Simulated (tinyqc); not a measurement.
## Admittance spectroscopy of a deep trap: admittance against temperature

Schottky contact on an n-type layer with shallow donors Nd (all ionised) and a donor-like deep trap, neutral when filled and positive when empty; depletion approximation. Traps within lam of the depletion edge stay filled. The traps at xt = W - lam, where the level crosses the Fermi level, follow a slow signal and not a fast one. w = 2 pi f.

Emission rate en = sn vth(T) Nc(T) exp(-Et/kB T) = sn g T^2 exp(-Et/kB T), g = vth Nc/(300 K)^2, as vth goes as T^0.5 and Nc as T^1.5 (degeneracy factor 1). lam = sqrt(2 eps0 eps_r (EF - ET)/(q Nd)), EF - ET = Et - (kB T/q) ln(Nc(T)/Nd), Nc(T) = Nc (T/300 K)^1.5. In the steady state at the band bending V, 2 eps0 eps_r V/q = Nd W^2 + Nt (W - lam)^2 (the second term only if W > lam). V = Vbi + Vr. C_HF = eps0 eps_r/W, C_LF = eps0 eps_r (Nd + Nt)/(Nd W + Nt xt). Inflection frequency w0 = 2 en [1 + Nt xt/(Nd W)]; C = C_HF + (C_LF - C_HF)/(1 + (w/w0)^2), G/w = (C_LF - C_HF)(w/w0)/(1 + (w/w0)^2).

Values chosen for this exercise; material values close to those of gallium arsenide:
```
symbol    value   unit                                      meaning
eps_r      12.8                               relative permittivity
Nc      4.39e17  cm^-3   conduction-band density of states at 300 K
vth       4.4e7   cm/s                    thermal velocity at 300 K
Nd       9.6e15  cm^-3                        shallow donor density
Vbi        0.92      V                             built-in voltage
Et         0.43     eV  depth of the trap below the conduction edge
sn      2.5e-15   cm^2                        capture cross-section
Nt       6.2e15  cm^-3                                 trap density
Vr            0      V                                 reverse bias
f           410     Hz                             signal frequency
```

Constants: q = 1.602176634e-19 C, kB = 1.380649e-23 J/K, eps0 = 8.8541878128e-14 F/cm where lengths are in cm. Results are converted to the units shown.

Result of one run:
```
T (K),w0/(2 pi) (Hz),C (nF/cm^2),G/w (nF/cm^2)
270,144.6,33.24,3.356
```

What becomes of these results when the temperature T is changed from 270 to 305 K, all else the same?

Result of the changed run:
```
T (K),w0/(2 pi) (Hz),C (nF/cm^2),G/w (nF/cm^2)
305,1549,41.90,2.581
```

The whole series:
```
T (K),w0/(2 pi) (Hz),C (nF/cm^2),G/w (nF/cm^2)
236,7.661,31.98,0.2043
247,21.56,32.03,0.5695
259,60.58,32.26,1.558
270,144.6,33.24,3.356
282,347.2,36.52,5.232
293,729.8,40.12,4.495
305,1549,41.90,2.581
316,2946,42.34,1.414
328,5669,42.42,0.7381
339,9944,42.40,0.4187
351,1.768e4,42.35,0.2336
```

G/w goes from 0.204 through a maximum of 5.23 (at T = 282 K among the rows listed) to 0.234 nF/cm^2, where w0 passes the signal: w0/(2 pi) rises from 7.66 to 17700 Hz. C goes from 31.98 through a maximum of 42.42 (at T = 328 K among the rows listed) to 42.35 nF/cm^2.

Program tinyqc, `OMP_NUM_THREADS=1 python tinyqc.py 2050124 2050125 out.jsonl`; Intel Xeon 2.30GHz, shared host, one thread, about 0.01 s.
